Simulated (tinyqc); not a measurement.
Stacked nanosheet transistor, parasitic resistance, capacitance and delay: two steps of the calculation.

Ns sheets share one contact on top; each has perimeter p = 2 (Ws + ts) and cross-section A = Ws ts; contact width Wc = Ws + 10 nm, stack height Hs = Ns pv. Sheet 1 is the top one. Contact length Lc = CPP - Lg - 2 Lsp, shared by two neighbouring gates. Source and drain sides are equal. The formulas are first-order estimates, not field solutions.

Parameters, values chosen for the exercise; values close to those of silicon logic devices:
```
symbol,value,unit,meaning
T,300,K,temperature
Ns,3,,number of sheets
Ws,15,nm,sheet width
ts,5,nm,sheet thickness
pv,12,nm,vertical pitch of the sheets
rv,111,ohm,vertical resistance between sheet levels
Lg,14,nm,gate length
Lsp,8,nm,spacer length
ks,4,,relative permittivity of the spacer
Hc,20,nm,gate height above the channel stack
Lov,1.5,nm,gate overlap
Cinv,2.9,uF/cm^2,inversion capacitance
vx,1.4e7,cm/s,injection velocity
mu,200,cm^2/(V s),apparent mobility
VT,0.26,V,threshold at zero drain voltage
dl,0.037,V/V,barrier lowering
n,1.09,,subthreshold factor
Cw,0.3,fF,wire load
Vdd,0.75,V,supply voltage
```

Constants: q = 1.602176634e-19 C, kB = 1.380649e-23 J/K, eps0 = 8.8541878128e-12 F/m, Vt = kB T/q. Results are converted to the units shown.

Problem 1. Capacitances. With N sheets: gate Cg = Cinv p N Lg; per side, plate Cp = ks eps0 [Wc (Hs + Hc) - N A]/Lsp, top fringe Cf = (2/pi) ks eps0 Wc ln(1 + Lg/(2 Lsp)), overlap Co = Cinv p N Lov. Cs = Cp + Cf + Co. An inverter of two such devices driving an equal one has the load CL = 2 (Cg + 2 Cs) + 4 Cs + Cw (its own drains counted twice for the Miller effect).

Find: Cg; Cp; Cf; Co; CL.

Solution 1.

Cg = 48.72 aF
Cp = 5.202 aF
Cf = 0.3543 aF
Co = 5.220 aF
CL = 483.6 aF

The channel capacitance gives 20.1 % of CL, the parasitic parts 17.8 % and the wire 62.0 %.

Problem 2. Sheet currents at Vgs = Vdd, Vds = Vdd/2. One sheet: I = p Q vx u/(1 + |u|^1.8)^(1/1.8), Q = Cinv n Vt ln(1 + exp((Vg' - VT + dl Vd')/(n Vt))), u = Vd' mu/(vx Lg), Vg' = Vgs - v, Vd' = Vds - 2 v, with the drop on each side v_j = Rc sum I + rv (sum over levels k = 2..j of the current of sheets k..Ns) + Rx I_j. I(new) = I + 0.5 (I(out) - I).

I at the start (uA): sheet 1 0, sheet 2 0, sheet 3 0
Rc = 453.00584 ohm
Rx = 768 ohm

Wanted: drop v; I(out); I after iteration 1.

Solution 2.

drop v (mV): sheet 1 0, sheet 2 0, sheet 3 0
I(out) (uA): sheet 1 78.031, sheet 2 78.031, sheet 3 78.031
I after iteration 1 (uA): sheet 1 39.015, sheet 2 39.015, sheet 3 39.015

tinyqc, about 0.1 s, one thread, Intel Xeon 2.30GHz (shared host): `OMP_NUM_THREADS=1 python tinyqc.py 2170135 2170136 out.jsonl`
